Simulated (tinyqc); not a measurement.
Crystal pulling from the melt: segregation, interface stability, heat balance and point-defect regime: one step, computed by the program tinyqc. Command: `OMP_NUM_THREADS=1 python tinyqc.py 3026090 3026091 out.jsonl pull walk`. One thread of a shared host (Intel(R) Xeon(R) Processor @ 2.30GHz), about 0.01 s of CPU time with the checks.

A dilute solute; steady pulling with a flat interface unless it is found unstable.

Question. Heat balance and the ratio V/G. k_S G_S = k_L G_L + L V; the largest rate for this G_S, with G_L = 0, is k_S G_S/L. Voronkov: the crystal grows vacancy-rich if V/G_S > xi_c and interstitial-rich if below; at fixed G_L the neutral rate solves V = xi_c G_S(V).

Inputs (values chosen for the exercise, for a model semiconductor): pull rate V = 1.6 mm/min; gradient in the melt G_L = 3.4 K/cm; solid conductivity k_S = 23.6 W/(m K); melt conductivity k_L = 57.7 W/(m K); latent heat per volume L = 4160 J/cm^3; critical ratio xi_c = 0.13 mm^2/(min K).

Give: gradient in the solid G_S; largest rate; V/G_S; neutral pull rate.

Answer.

gradient in the solid G_S = 55.32 K/cm

largest rate = 1.883 mm/min

V/G_S = 0.2892 mm^2/(min K)

neutral pull rate = 0.1748 mm/min

V/G_S is 2.22 xi_c: vacancies survive and can cluster into voids. Latent heat makes up 85 % of the flux.
